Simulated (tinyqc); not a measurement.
Inside a calculation. Model: a spin-degenerate level with charging energy between two leads, rate equations.

Program tinyqc, `OMP_NUM_THREADS=1 python tinyqc.py 2780133 2780134 out.jsonl`; Intel Xeon 2.30GHz, shared host, one thread, about 0.01 s. Printed values are rounded.

States 0, up, down and 2 with energies 0, e1 - Ez/2, e1 + Ez/2 and 2 e1 + U. mu_L = +V/2, mu_R = -V/2 (meV), f(x) = 1/(1 + exp(x/kB T)). A transition that adds one electron of given spin at the energy E has the rate G f(E - mu) from each lead, and its reverse G [1 - f(E - mu)]. I counts electrons leaving the left lead, times q.

Values chosen for this exercise:
- U = 9.3 meV (charging energy of the second electron)
- e1 = -9.35 meV (level)
- GL = 0.19 1/ns (tunnel rate to the left lead)
- GR = 0.44 1/ns (tunnel rate to the right lead)
- T = 4.7 K (temperature)
- V = 11 mV (bias)
- Ez = 0 meV (Zeeman splitting)
- dt = 0.5 ns (time step)

Constants: q = 1.602176634e-19 C, kB = 1.380649e-23 J/K, Vt = kB T/q. Results are converted to the units shown.

Range of the model: Rate equations need hbar G well below kB T; cotunnelling and the Kondo effect are left out.

## Transition energies and Fermi factors

Transition energies: 0-up e1 - Ez/2, 0-down e1 + Ez/2, up-2 e1 + U + Ez/2, down-2 e1 + U - Ez/2.

| transition | E (meV) | fL | fR |
|---|---|---|---|
| 0-up | -9.350000 | 1.000000 | 0.9999256 |
| 0-down | -9.350000 | 1.000000 | 0.9999256 |
| up-2 | -0.050000 | 0.999999 | 0.0000014 |
| down-2 | -0.050000 | 0.999999 | 0.0000014 |

## Rate matrix

dp/dt = W p; W_ji is the rate from state i to j, and each column sums to zero.

W (1/ns):

|  | 0 | up | down | 2 |
|---|---|---|---|---|
| 0 | -1.259935 | 0.000033 | 0.000033 | 0.000000 |
| up | 0.629967 | -0.190033 | 0.000000 | 0.440000 |
| down | 0.629967 | 0.000000 | -0.190033 | 0.440000 |
| 2 | 0.000000 | 0.190000 | 0.190000 | -0.879999 |

## Steady state and current

Steady state: W p = 0 with sum p = 1. I = q GL sum over transitions i-j of [fL p_i - (1 - fL) p_j].

p: 0 0.0000214, up 0.4112059, down 0.4112059, 2 0.1775668
mean number of electrons = 1.177545
I = 25.03659 pA

In units of q GL GR/(GL + GR) = 21.3 pA the current is 1.18; two independent spin channels fully inside the bias window would give 2.

## Step 1: time step

p at the start: 0 1, up 0, down 0, 2 0

Explicit Euler step: p(new) = p + dt W p.

p after step 1: 0 0.3700327, up 0.3149836, down 0.3149836, 2 0.0000000

## Step 2: time step

As before.

p after step 2: 0 0.1369345, up 0.4016092, down 0.4016092, 2 0.0598470

## Relaxation from the empty dot

Stop when no probability changes by more than 1e-8 in a step, or after 400 steps.

Course of the iteration:

| step | p(0) | p(up) | p(down) | p(2) | largest change |
|---|---|---|---|---|---|
| 1 | 0.3700327 | 0.3149836 | 0.3149836 | 0.0000000 | 0.630 |
| 2 | 0.1369345 | 0.4016092 | 0.4016092 | 0.0598470 | 0.233 |
| 3 | 0.0506834 | 0.4197482 | 0.4197482 | 0.1098203 | 0.0863 |
| 4 | 0.0187683 | 0.4199900 | 0.4199900 | 0.1412517 | 0.0319 |
| 5 | 0.0069586 | 0.4170710 | 0.4170710 | 0.1588993 | 0.0176 |
| 6 | 0.0025886 | 0.4145920 | 0.4145920 | 0.1682273 | 9.33e-3 |
| 7 | 0.0009714 | 0.4130243 | 0.4130243 | 0.1729800 | 4.75e-3 |
| 8 | 0.0003730 | 0.4121417 | 0.4121417 | 0.1753437 | 2.36e-3 |
| ... | ... | ... | ... | ... | ... |
| 18 | 0.0000214 | 0.4112065 | 0.4112065 | 0.1775656 | 1.37e-6 |
| 19 | 0.0000214 | 0.4112062 | 0.4112062 | 0.1775662 | 6.41e-7 |
| 20 | 0.0000214 | 0.4112061 | 0.4112061 | 0.1775665 | 2.99e-7 |
| 21 | 0.0000214 | 0.4112060 | 0.4112060 | 0.1775666 | 1.39e-7 |
| 22 | 0.0000214 | 0.4112060 | 0.4112060 | 0.1775667 | 6.49e-8 |
| 23 | 0.0000214 | 0.4112059 | 0.4112059 | 0.1775667 | 3.02e-8 |
| 24 | 0.0000214 | 0.4112059 | 0.4112059 | 0.1775667 | 1.41e-8 |
| 25 | 0.0000214 | 0.4112059 | 0.4112059 | 0.1775668 | 6.56e-9 |

The steps settle after 25 steps (12.5 ns) on the steady state above. The decay rates of W are 0.190, 1.07 and 1.26 1/ns; stability needs dt below 2 over the largest, 1.59 ns.
